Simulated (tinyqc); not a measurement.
Five-level k.p model folded onto the conduction band: one step. Exact folding onto c. Five cases, with inputs chosen for the exercise.

Problem. Solve E = H_cc + S(E), S(E) = sum_j H_cj^2/(E - H_jj), from E = H_cc, by plain substitution and by Newton steps on E - H_cc - S(E). The weight of c in the state is Z = 1/(1 - dS/dE). The exact level is the third eigenvalue of H from below.

Give: Iterates (eV); exact level; Z.

Case 1.

H (eV):
```
               c         lh          so      G8 up      G7 up
c      1.5170607  0.5920912   0.4186717  0.2627385  0.1857842
lh     0.5920912          0           0          0          0
so     0.4186717          0  -0.3430000          0          0
G8 up  0.2627385          0           0  4.7200000          0
G7 up  0.1857842          0           0          0  4.5600000
```

Solution.

Iterates (eV):
```
step  substitution   Newton
0          1.51706  1.51706
1          1.80949  1.75805
2          1.75597  1.76339
3          1.76462  1.76339
4          1.76319  1.76339
5          1.76343  1.76339
6          1.76339  1.76339
7          1.76339  1.76339
```

exact level = 1.76339 eV
Z = 0.8587

Substitution multiplies the error by about dS/dE = 1 - 1/Z = -0.165 a step, so it alternates; after 7 steps it is off by 9.0e-07 eV, while Newton is within 1e-5 eV from step 2 on.

Case 2.

H (eV):
```
               c         lh          so      G8 up      G7 up
c      1.6167313  0.7053226   0.4987384  0.4228261  0.2989832
lh     0.7053226          0           0          0          0
so     0.4987384          0  -0.9490000          0          0
G8 up  0.4228261          0           0  5.5800000          0
G7 up  0.2989832          0           0          0  5.2600000
```

Solution.

Iterates (eV):
```
step  substitution   Newton
0          1.61673  1.61673
1          1.95174  1.88555
2          1.88108  1.89217
3          1.89430  1.89217
4          1.89177  1.89217
5          1.89225  1.89217
6          1.89216  1.89217
7          1.89218  1.89217
```

exact level = 1.89217 eV
Z = 0.8398

Substitution multiplies the error by about dS/dE = 1 - 1/Z = -0.191 a step, so it alternates; after 7 steps it is off by 2.8e-06 eV, while Newton is within 1e-5 eV from step 2 on.

Case 3.

H (eV):
```
               c         lh          so      G8 up      G7 up
c      0.4300000  0.1136479   0.0803612  0.0370350  0.0261877
lh     0.1136479          0           0          0          0
so     0.0803612          0  -0.4080000          0          0
G8 up  0.0370350          0           0  4.5900000          0
G7 up  0.0261877          0           0          0  4.4300000
```

Solution.

Iterates (eV):
```
step  substitution   Newton
0          0.43000  0.43000
1          0.46724  0.46451
2          0.46452  0.46469
3          0.46470  0.46469
4          0.46469  0.46469
5          0.46469  0.46469
6          0.46469  0.46469
7          0.46469  0.46469
```

exact level = 0.46469 eV
Z = 0.9360

Substitution multiplies the error by about dS/dE = 1 - 1/Z = -0.068 a step, so it alternates; after 7 steps it is off by 2.6e-10 eV, while Newton is within 1e-5 eV from step 2 on.

Case 4.

H (eV):
```
               c         lh          so      G8 up      G7 up
c      2.7362857  0.7542064   0.5333045  0.2108938  0.1491245
lh     0.7542064          0           0          0          0
so     0.5333045          0  -0.4030000          0          0
G8 up  0.2108938          0           0  7.3300000          0
G7 up  0.1491245          0           0          0  7.2400000
```

Solution.

Iterates (eV):
```
step  substitution   Newton
0          2.73629  2.73629
1          3.02015  2.99247
2          2.99213  2.99446
3          2.99468  2.99446
4          2.99444  2.99446
5          2.99446  2.99446
6          2.99446  2.99446
7          2.99446  2.99446
```

exact level = 2.99446 eV
Z = 0.9160

Substitution multiplies the error by about dS/dE = 1 - 1/Z = -0.092 a step, so it alternates; after 7 steps it is off by 1.5e-08 eV, while Newton is within 1e-5 eV from step 2 on.

Case 5.

H (eV):
```
               c         lh          so      G8 up      G7 up
c      1.5680000  0.6021337   0.4257728  0.2123342  0.1501429
lh     0.6021337          0           0          0          0
so     0.4257728          0  -0.8960000          0          0
G8 up  0.2123342          0           0  5.7300000          0
G7 up  0.1501429          0           0          0  5.4300000
```

Solution.

Iterates (eV):
```
step  substitution   Newton
0          1.56800  1.56800
1          1.85613  1.81188
2          1.81126  1.81665
3          1.81740  1.81665
4          1.81654  1.81665
5          1.81666  1.81665
6          1.81665  1.81665
7          1.81665  1.81665
```

exact level = 1.81665 eV
Z = 0.8778

Substitution multiplies the error by about dS/dE = 1 - 1/Z = -0.139 a step, so it alternates; after 7 steps it is off by 2.8e-07 eV, while Newton is within 1e-5 eV from step 2 on.

Computed by tinyqc, one run a case: `OMP_NUM_THREADS=1 python tinyqc.py N N+1 out.jsonl` with N = 1080502, 1080534, 1080592, 1080721, 1080737; one thread of a shared Intel(R) Xeon(R) Processor @ 2.30GHz, about 0.01 s a run at most.
